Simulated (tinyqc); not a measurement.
Sheet resistance and Hall data of a diffused or implanted layer: one step, computed by the program tinyqc. Command: `OMP_NUM_THREADS=1 python tinyqc.py 3005953 3005954 out.jsonl layer walk`. One thread of a shared host (Intel(R) Xeon(R) Processor @ 2.30GHz), about 0.01 s of CPU time with the checks.

Carriers are taken equal to the net active doping down to the junction (full ionisation, which deep dopants in wide-gap hosts do not reach; no spill-over, no depletion), and the Hall factor is 1.

Question. Profile. N(x) = N_0 exp(-x^2/l^2), dose N_0 l sqrt(pi)/2, junction x_j = l sqrt(ln(N_0/N_B)). Mobility mu = mu_min + (mu_max - mu_min)/(1 + (N_t/N_ref)^alpha), N_t = active doping + N_B; carriers n = active doping - N_B, all dopants active. sigma = e n mu.

Inputs (values chosen for the exercise, modelled on aluminium in 4H-SiC):
```
quantity                                 value        unit
mu_min                                    15.5  cm^2/(V s)
mu_max                                     127  cm^2/(V s)
N_ref                                  1.8e+19      1/cm^3
exponent alpha                            0.34           -
peak concentration N_0                   1e+19      1/cm^3
length scale l                             130          nm
background doping N_B (opposite type)  3.8e+15      1/cm^3
```

Profile: Gaussian at the surface. Activation: complete.

Constants: e = 1.602176634e-19 C.

Give: Depth, doping, carriers, mobility and conductivity at 2, 10, 20, 35, 50, 65, 80, 90 and 98 % of the layer.

Answer.

Depth, doping, carriers, mobility and conductivity at 2, 10, 20, 35, 50, 65, 80, 90 and 98 % of the layer:
```
x (nm)  N (1/cm^3)  n (1/cm^3)  mu (cm^2/(V s))  sigma (S/cm)
7.30    9.9685e+18  9.9647e+18            76.83    1.2266e+02
36.48   9.2427e+18  9.2389e+18            77.54    1.1477e+02
72.96   7.2978e+18  7.2940e+18            79.73    9.3180e+01
127.69  3.8109e+18  3.8071e+18            85.62    5.2226e+01
182.41  1.3962e+18  1.3924e+18            94.04    2.0979e+01
237.13  3.5889e+17  3.5509e+17           103.63    5.8959e+00
291.86  6.4723e+16  6.0923e+16           112.42    1.0973e+00
328.34  1.6968e+16  1.3168e+16           116.84    2.4650e-01
357.52  5.1907e+15  1.3907e+15           119.18    2.6555e-02
```

The mobility varies by a factor 1.6 across these points and the conductivity by 4620.
